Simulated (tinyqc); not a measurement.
Inside a calculation. Model: surface potential of a MOS transistor: implicit equation and explicit approximations.

Program tinyqc, `OMP_NUM_THREADS=1 python tinyqc.py 2122170 2122171 out.jsonl`; Intel Xeon 2.30GHz, shared host, one thread, about 0.01 s. Printed values are rounded.

p-type body, charge-sheet picture, depletion and inversion only, full ionisation (an idealisation for deep acceptors), Boltzmann statistics (rough once Na exp(x - xn) passes about Nc/7). In units of Vt: xg = (Vg - Vfb)/Vt, x = psi/Vt, G = gamma/sqrt(Vt), xn = (2 phiF + Vc)/Vt. The implicit equation is (xg - x)^2 = G^2 [x - 1 + exp(x - xn)] for x above about 3. Cox = eps0 eox/tox.

Parameters, values chosen for the exercise; band and dielectric values close to those of silicon:
```
symbol,value,unit,meaning
T,250,K,temperature
Eg,1.12,eV,band gap
eps_r,11.6,,relative permittivity
Nc,2.17e19,cm^-3,conduction-band density of states at T
Nv,1.99e19,cm^-3,valence-band density of states at T
eox,9.07,,relative permittivity of the gate insulator (close to aluminium oxide)
tox,4.4,nm,insulator thickness
Na,4.5e16,cm^-3,acceptor density
Vfb,-0.97,V,flat-band voltage
Vc,0,V,channel-body voltage
Vg,-0.16,V,gate-body voltage
```

Constants: q = 1.602176634e-19 C, kB = 1.380649e-23 J/K, Vt = kB T/q, eps0 = 8.8541878128e-14 F/cm where lengths are in cm. Results are converted to the units shown.

## Scales

ni = sqrt(Nc Nv) exp(-Eg/(2 Vt)), Eg in volts; phiF = Vt ln(Na/ni); gamma = sqrt(2 q eps0 eps_r Na)/Cox; VT = Vfb + Vt (xn + G sqrt(xn - 1)).

phiF = 0.427829 V
gamma = 0.0666771 V^0.5
G = 0.454276
xn = 39.7180
VT = -0.0534453 V
xg = 37.5986

## Explicit approximation

Depletion value a = 1 + [sqrt(G^2/4 + xg - 1) - G/2]^2; inversion value b = xn + ln[(xg - xn)^2/G^2 - xn + 1] and first guess y = min(a, b) - ln(1 + exp(-|a - b|)) if a > xn + 1, else b = y = a; one second-order correction with D = exp(y - xn), p = 2 (xg - y) + G^2 (1 + D), w = (xg - y)^2 - G^2 (y - 1 + D): z = y + 2 w/(p + sqrt(p^2 - 2 (2 - G^2 D) w)), or the Newton step z = y + w/p where the root is not real.

a = 34.9517
b = 34.9517
y = 34.9517
p = 5.50208
w = -0.00175644
z = 34.9513

The root of the implicit equation is x = 34.9513; y misses it by 3.2e-4 and z by -7.1e-15, in units of Vt.

## Starting value

x = y rounded to two decimals.

x at the start = 34.95

## Iteration 1: new x

D = exp(x - xn), f = (xg - x)^2 - G^2 (x - 1 + D), f' = -2 (xg - x) - G^2 (1 + D), x(new) = x - f/f'.

D = 0.00849716
f = 0.00737719
f' = -5.50540
x after iteration 1 = 34.9513

## Iteration 2: new x

As before.

D = 0.00850855
f = 1.79401e-6
f' = -5.50272
x after iteration 2 = 34.9513

## Course of the iteration

Stop when the step is below 1e-11, or after 60 iterations.

Course of the iteration:
```
iteration  x before the step      step
1                      34.95   1.34e-3
2                    34.9513   3.26e-7
3                    34.9513  2.13e-14
```

Converged in 3 iterations.

## Potential, charges and gate control

converged x = 34.9513

psi = Vt x; N_dep = Cox Vt G sqrt(x - 1)/q; N_inv = (Cox Vt G/q) [sqrt(x - 1 + exp(x - xn)) - sqrt(x - 1)]; dpsi/dVg = 1/[1 + G^2 (1 + exp(x - xn))/(2 (xg - x))].

psi = 0.752968 V
N_dep = 6.49612e11 cm^-2
N_inv = 8.1395e7 cm^-2
dpsi/dVg = 0.962178

psi lies 4.8 Vt below 2 phiF + Vc.
